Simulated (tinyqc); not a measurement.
Sweep of a uniaxial [110] stress: deformation-potential model of the L valleys of a conduction band.

Valleys with axes along [111], [1-1-1], [-11-1] and [-1-11], one whole valley each. Herring-Vogt shift of a valley with unit axis a: dE = Xd tr(e) + Xu a.e.a. Non-degenerate shares n_i = exp(-dE_i/kT)/sum_j exp(-dE_j/kT). Inverse mass tensor of a valley: (1 - a a)/mt + a a/ml; the masses are taken as independent of strain.

s11 = (C11 + C12)/((C11 - C12)(C11 + 2 C12)), s12 = -C12/((C11 - C12)(C11 + 2 C12)), s44 = 1/C44; exx = s11 sxx + s12 (syy + szz) and cyclic, exy = s44 sxy/2; tension is positive. A uniaxial stress X along the unit vector n is s_ij = X n_i n_j.

Constants: kB = 8.617333262e-05 eV/K.

Parameters, chosen for this exercise (near those of Ge; not measured data):
```
symbol  value           unit  meaning
ml      1.648           m0    longitudinal mass
mt      0.083           m0    transverse mass
Xd      -6.17           eV    dilation potential
Xu      17.05           eV    uniaxial potential
C11     136.2           GPa
C12     47.4            GPa
C44     64.5            GPa
load    uniaxial [110]        kind of stress
T       150             K     temperature
```

m_c = 1/(u.M.u) along [111] with M = sum_i n_i (inverse mass tensor); gain against zero stress at a fixed scattering time.

Results:
```
X (GPa)  spread (meV)  lowest edge (meV)  n [111]  n [1-1-1]  n [-11-1]  n [-1-11]  m_c (m0)  gain (%)
-2.00           176.2              -83.9    0.500      0.000      0.000      0.500    0.1757     -30.9
-1.00            88.1              -42.0    0.499      0.001      0.001      0.499    0.1755     -30.8
-0.40            35.2              -16.8    0.469      0.031      0.031      0.469    0.1666     -27.1
0.00              0.0                0.0    0.250      0.250      0.250      0.250    0.1214       0.0
0.40             35.2              -18.5    0.031      0.469      0.469      0.031    0.0956      27.1
2.00            176.2              -92.3    0.000      0.500      0.500      0.000    0.0928      30.9
```

Give the missing row, X (GPa) = 1.00.

Computed row:
```
X (GPa)  spread (meV)  lowest edge (meV)  n [111]  n [1-1-1]  n [-11-1]  n [-1-11]  m_c (m0)  gain (%)
1.00             88.1              -46.2    0.001      0.499      0.499      0.001    0.0928      30.8
```

Along [111] the gain is -30.9 % at -2.00 GPa and +30.9 % at 2.00 GPa. The slope at zero stress (from +/- 0.001 GPa), +105.2 % per GPa, carried to the ends would give -210 and +210 %; the response falls behind at both ends, as it saturates once the spread passes a few kT (kT = 12.9 meV, spread up to 176 meV).

Run: tinyqc, `OMP_NUM_THREADS=1 python tinyqc.py 1050932 1050933 out.jsonl`; Intel(R) Xeon(R) Processor @ 2.30GHz, one thread, shared host; about 0.04 s of CPU time with all checks.
